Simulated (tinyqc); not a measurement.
Bond-orbital model of a tetrahedral semiconductor (Harrison's universal couplings): one step. Band edges at Gamma. Three cases, with inputs chosen for the exercise.

Question. Ev is the lower root of [[epa, Exx], [Exx, epc]] and the s-like conduction level the upper root of [[esa, Ess], [Ess, esc]], with Exx = 1.28 u and Ess = 5.28 u, u = hbar^2/(m d^2).

Case 1.

Values chosen (near tabulated values for BN; the model gives trends, and its gaps can be far from the real ones; shifted at random, so the results belong to these values and not to a real crystal): esc = -13.43 eV (s level, cation); epc = -8.52 eV (p level, cation); esa = -26.04 eV (s level, anion); epa = -13.77 eV (p level, anion).

hbar^2/(m d^2) = 3.052381 eV

Case 2.

Values chosen (near tabulated values for GaAs; the model gives trends, and its gaps can be far from the real ones; shifted at random, so the results belong to these values and not to a real crystal): esc = -11.44 eV (s level, cation); epc = -5.73 eV (p level, cation); esa = -18.71 eV (s level, anion); epa = -8.9 eV (p level, anion).

hbar^2/(m d^2) = 1.259165 eV

Case 3.

Values chosen (near tabulated values for AlAs; the model gives trends, and its gaps can be far from the real ones; shifted at random, so the results belong to these values and not to a real crystal): esc = -10.71 eV (s level, cation); epc = -5.74 eV (p level, cation); esa = -19.15 eV (s level, anion); epa = -9.01 eV (p level, anion).

hbar^2/(m d^2) = 1.269465 eV

Give: Exx, Ess; Ev; s-like conduction level; E0 gap.

Answer.

Case 1.

Exx, Ess (eV): 3.9070  16.1166

Ev = -15.852 eV
s-like conduction level = -2.429 eV
E0 gap = 13.423 eV

Case 2.

Exx, Ess (eV): 1.6117  6.6484

Ev = -9.576 eV
s-like conduction level = -7.498 eV
E0 gap = 2.078 eV

Case 3.

Exx, Ess (eV): 1.6249  6.7028

Ev = -9.680 eV
s-like conduction level = -7.009 eV
E0 gap = 2.671 eV

Universal couplings give the trend of E0 from compound to compound, not its value; it can miss by several eV and by a factor of two or more, and spin-orbit coupling is left out.

Computed by tinyqc, one run a case: `OMP_NUM_THREADS=1 python tinyqc.py N N+1 out.jsonl` with N = 1450406, 1450433, 1450764; one thread of a shared Intel(R) Xeon(R) Processor @ 2.30GHz, about 0.01 s a run at most.
